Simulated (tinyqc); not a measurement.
A longer run and its error bar: q-state Potts model on a small periodic square lattice: enumeration, Metropolis, heat-bath and Wolff steps. Computed by tinyqc, a small Python program. Command: `OMP_NUM_THREADS=1 python tinyqc.py 3110604 3110605 out.jsonl potts walk`. One thread of a shared host (Intel(R) Xeon(R) Processor @ 2.30GHz), about 0.09 s of CPU time with the checks.

E = -J x (number of nearest-neighbour bonds with equal states); n x n sites with periodic edges have 2 n^2 bonds. Order parameter m = (q f - 1)/(q - 1), f being the largest share of one state. Sites are numbered row by row from 0. Here q = 4 and n = 3.

Inputs (values chosen for the exercise, for a model of domains or grain orientations):

| quantity | value | unit |
|---|---|---|
| number of states q | 4 | - |
| edge n | 3 | - |
| coupling J | 18 | meV |
| temperature T | 251 | K |
| seed | 385754 | - |

Update: Metropolis.

Constants: k_B = 8.617333262e-05 eV/K.

Method:
- K = J/(k_B T); the infinite square lattice orders at K_c = ln(1 + sqrt(q)); Wolff bond probability p = 1 - exp(-K).
- All q^(n^2) states are counted by their number b of equal bonds; weights g(b) exp(K b), K = J/(k_B T). Per site: u = -J <b>/n^2, c/k_B = K^2 (<b^2> - <b>^2)/n^2.
- ln Z = ln sum g(b) exp(K b); entropy per site s/k_B = (ln Z - K <b>)/n^2.
- After 400 updates are discarded, b is recorded for 4000 sweeps of n^2 steps of the update named (random numbers not printed, so these rows are one sample). Records are averaged in blocks; the error is the scatter of block means over sqrt(number of blocks), and the last column its square over that for single records.

start states:
```
   1  2  3
1  1  0  0
2  2  2  3
3  2  1  2
```

K = 0.832197

<b> = 11.0125

Blocking:

| block length | mean b | error | variance ratio |
|---|---|---|---|
| 1 | 10.873 | 0.06862 | 1.000 |
| 4 | 10.873 | 0.12205 | 3.163 |
| 16 | 10.873 | 0.18799 | 7.505 |
| 40 | 10.873 | 0.20681 | 9.082 |
| 100 | 10.873 | 0.21982 | 10.260 |

The run gives 10.873 +/- 0.207 (blocks of 40) against the exact 11.013, a difference of 0.7 error bars. Single records understate the error by a factor of about 3.0, because successive records are correlated.

Extremes, crossings and ranges named in words are read from the listed rows.
